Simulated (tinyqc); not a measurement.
Angle of incidence: thin-film optics by transfer matrices.

Indices N = n + i k. Snell: N0 sin(theta) = N_j sin(theta_j), with Im(N_j cos theta_j) >= 0. Admittance y_j = N_j cos theta_j for s and N_j/cos theta_j for p. Phase delta_j = 2 pi N_j cos theta_j d_j/lambda. Layer matrix [[cos delta, -i sin delta/y], [-i y sin delta, cos delta]], multiplied from the top down to M. (B, C) = M (1, y_sub); r = (y0 B - C)/(y0 B + C), R = |r|^2, T = 4 Re y0 Re y_sub/|y0 B + C|^2, absorbed in the films 1 - R - T.

Ellipsometry: rho = tan(Psi) exp(i Delta) = -conj(r_p/r_s) with the r of the admittance formula, Delta in 0 to 360 degrees, so that a bare dielectric at small angles gives Delta = 180.

Values chosen for the exercise (indices near those of Si3N4, SiO2 on Cu; not measured data):
```
symbol  value                 unit  meaning
lam     633                   nm    vacuum wavelength
n0      1                           ambient index
n       (2.02, 1.468, 0.271)        n of Si3N4, SiO2, substrate
k       (0, 0, 3.331)               k in the same order
d       (46.4, 2.4)           nm    thicknesses, top first
```

Both polarisations.

Stack:
```
theta (degrees),R_s,R_p,Psi,Delta
0,0.7541,0.7541,45.00,180.00
15,0.7521,0.7573,45.10,177.08
30,0.7465,0.7686,45.42,167.49
55,0.7397,0.8195,46.47,129.31
60,0.7442,0.8368,46.68,116.89
65,0.7544,0.8569,46.82,102.44
70,0.7734,0.8801,46.85,85.80
75,0.8049,0.9062,46.70,66.93
80,0.8528,0.9352,46.32,46.01
85,0.9187,0.9667,45.73,23.46
```

Give the missing row, theta (degrees) = 45.

Computed row:
```
theta (degrees)     R_s     R_p    Psi   Delta
45               0.7397  0.7929  45.99  148.79
```

R_s and R_p agree at normal incidence (0.7541). R_p is lowest at 0 degrees of those listed (0.7541), where R_s = 0.7541: the two agree there by symmetry, and no oblique row falls below it. R_s does not rise steadily, because the phase thickness of the films changes with the angle. R_p exceeds R_s at 15, 30, 45, 55, 60, 65, 70, 75, 80 and 85 degrees, where Psi is above 45.

Run: tinyqc, `OMP_NUM_THREADS=1 python tinyqc.py 1682067 1682068 out.jsonl`; Intel(R) Xeon(R) Processor @ 2.30GHz, one thread, shared host; about 0.01 s of CPU time with all checks.
